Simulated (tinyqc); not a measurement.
Worked calculation: Koster-Slater impurity in a tight-binding band, by Green functions and by supercells. Computed by tinyqc, a small Python program that keeps every step. Command: `OMP_NUM_THREADS=1 python tinyqc.py 3015334 3015335 out.jsonl kosterslater walk`. One thread of a shared host (Intel(R) Xeon(R) Processor @ 2.30GHz), about 0.04 s of CPU time with the checks. Intermediate numbers are printed to about 5 digits and carried at full precision; extremes and crossings named in words are read from the listed rows.

One orbital per site, e(k) = -2 t sum cos(k_i) over 2 direction(s), band from -4 t to 4 t, lattice constant 1. One site has the extra energy U. Spin is left out.

Inputs (values chosen for the exercise, for a model band): hopping t = 1 eV; impurity potential U = -3.02 eV; supercell edge N = 3 sites; energy inside the band E = 0.108 eV; broadening eta = 0.1 eV; impurity concentration c = 0.0003 per site.

Lattice: square.

Constants: hbar = 6.582119569e-16 eV s.

## The host Green function outside the band

Outside the band G0(E) = (2/(pi E)) K(m), m = 16 t^2/E^2, K the complete elliptic integral with parameter m. A bound state solves 1/U = G0(E). Energies: 0.05, 0.2, 0.5, 1, 2, 4 and 8 t beyond the band edge on the side of U, rounded to four digits.

Scan on the side of U:
```
E (eV)  G0 (1/eV)  1/U - G0 (1/eV)
-4.05    -0.51149          0.18036
-4.20    -0.39598          0.06486
-4.50    -0.31624         -0.01489
-5.00    -0.25405         -0.07708
-6.00    -0.19201         -0.13911
-8.00    -0.13415         -0.19698
-12.00   -0.08581         -0.24532
```

G0 diverges at the band edge, so any U binds a state, exponentially weakly when U is small.

## The bound state

Bisection in ln(distance from the edge) between 1e-5 t and |U| + t. Weight on the impurity site: -1/(U^2 dG0/dE), by a central difference with step min(1e-4 t, distance/30). Decay length along an axis: 1/arccosh(1 + distance/(2 t)).

level E_b = -4.4225 eV

distance from the band edge = 0.42253 eV

weight on the impurity site = 0.52560

decay length = 1.5647 sites

The state is shared between the impurity and its surroundings.

## Green function inside the band

Inside the band G0(z), z = E + i eta, comes from the chain form 1/(sqrt(y - 2t) sqrt(y + 2t)) (principal roots) at y = z + 2 t cos k, averaged over k in (0, pi) with 200 Gauss-Legendre points.

G0(E + i eta) = 0.13132-0.74619i 1/eV

## Scattering

T = U/(1 - U G0); phase shift delta = -arg(1 - U G0) in (-pi, pi]; host density of states -Im G0/pi; on the impurity -Im[G0/(1 - U G0)]/pi; lifetime of a band state hbar/(-2 c Im T).

T matrix = -0.60007-0.96825i eV

phase shift delta = 1.0160 rad

host density of states = 0.23752 1/eV

density of states on the impurity = 0.033793 1/eV

scattering lifetime = 1133.0 fs

The Born approximation would take Im T = U^2 Im G0 = -6.81 eV, 7.03 times the full value.

## The supercell Hamiltonian at Gamma

H_ij = -t for each bond from i to j, images included (two bonds add when N = 2); H_11 = U; sites are numbered with the last coordinate running fastest. Diagonalise.

H (eV):
```
       1      2      3      4      5      6      7      8
1  -3.02  -1.00  -1.00  -1.00   0.00   0.00  -1.00   0.00
2  -1.00   0.00  -1.00   0.00  -1.00   0.00   0.00  -1.00
3  -1.00  -1.00   0.00   0.00   0.00  -1.00   0.00   0.00
4  -1.00   0.00   0.00   0.00  -1.00  -1.00  -1.00   0.00
5   0.00  -1.00   0.00  -1.00   0.00  -1.00   0.00  -1.00
6   0.00   0.00  -1.00  -1.00  -1.00   0.00   0.00   0.00
7  -1.00   0.00   0.00  -1.00   0.00   0.00   0.00  -1.00
8   0.00  -1.00   0.00   0.00  -1.00   0.00  -1.00   0.00
9   0.00   0.00  -1.00   0.00   0.00  -1.00  -1.00  -1.00

       9
1   0.00
2   0.00
3  -1.00
4   0.00
5   0.00
6  -1.00
7  -1.00
8  -1.00
9   0.00
```

levels (eV): [-4.7558, -2.4628, -1.0000, -1.0000, -1.0000, 1.1987, 2.0000, 2.0000, 2.0000]

## The level in the supercell

In a periodic cell of N sites along each direction with Bloch vector K, the level solves 1/U = N^-d sum_k 1/(E - e(k)), k_i = (2 pi m_i + K_i)/N, m_i = 0..N-1; the outermost root on the side of U is taken (bisection). d is the number of directions. Gamma means K_i = 0, the zone corner K_i = pi, the quarter point K_i = pi/2. The error is measured against the isolated level E_b.

level at Gamma = -4.7558 eV

level at the corner = -3.9541 eV

level at the quarter point = -4.3839 eV

error at Gamma = -0.33330 eV

width between Gamma and the corner = 0.80175 eV

Images turn the level into a band 0.802 eV wide; the quarter point misses the isolated level by 0.039 eV, far less than Gamma, because the leading hopping between images averages out there.

## Convergence with cell size

Even N; errors against the isolated level E_b, set to 0 below 1e-6 t.

Error of the level (eV):
```
N   sites        Gamma      corner  quarter point
2       4  -7.8022e-01  1.4025e+00     1.8710e-01
4      16  -1.6025e-01  1.8710e-01     9.2350e-03
6      36  -4.0276e-02  3.8627e-02     6.0152e-04
8      64  -1.0084e-02  9.2350e-03     4.1180e-05
12    144  -6.3357e-04  6.0152e-04              0
16    256  -4.2004e-05  4.1180e-05              0
```

The error at Gamma falls exponentially, between the last two resolved rows by exp(-0.678) per site against 1/(decay length) = 0.639; the rest is the power-law prefactor of the Green function. Gamma and the corner err in opposite directions. Among the sizes listed an error below 1 meV is first reached at N = 12 at Gamma; at the quarter point N = 6 is enough.

## Phase shift across the band

delta/pi = -arg(1 - U G0)/pi counts the states added below E (Friedel); host DOS = -Im G0/pi, DOS on the impurity = -Im[G0/(1 - U G0)]/pi; 13 evenly spaced energies from -(band edge + |U| + 2t) to +(band edge + |U| + 2t).

Across the spectrum:
```
E (eV)   Re G0 (1/eV)  host DOS (1/eV)  DOS on the impurity (1/eV)  delta/pi
-9.0200      -0.11700          0.00046                     0.00110   0.00216
-7.5167      -0.14430          0.00073                     0.00228   0.00389
-6.0133      -0.19131          0.00138                     0.00776   0.00990
-4.5100      -0.31287          0.00548                     0.95398   0.24062
-3.0067      -0.29973          0.08942                     0.12270   0.46458
-1.5033      -0.24975          0.12188                     0.08721   0.43334
0.0000        0.00000          0.25708                     0.03699   0.37615
1.5033        0.24975          0.12188                     0.02761   0.18551
3.0067        0.29973          0.08942                     0.02056   0.13336
4.5100        0.31287          0.00548                     0.00145   0.00851
6.0133        0.19131          0.00138                     0.00056   0.00265
7.5167        0.14430          0.00073                     0.00035   0.00153
9.0200        0.11700          0.00046                     0.00025   0.00103
```

delta/pi starts and ends near zero (+0.002 and +0.001): the impurity moves states but creates none. delta/pi rises at the bound state below the band (-4.423 eV), reaches 0.46 among these rows (1 in the limit of small eta, just above the level) and is paid back by the top of the band.

Checks made by the program: G0 at the level by a direct sum over directions (relative difference below 1e-10); diagonalisation against the k sum (relative difference below 1e-10).
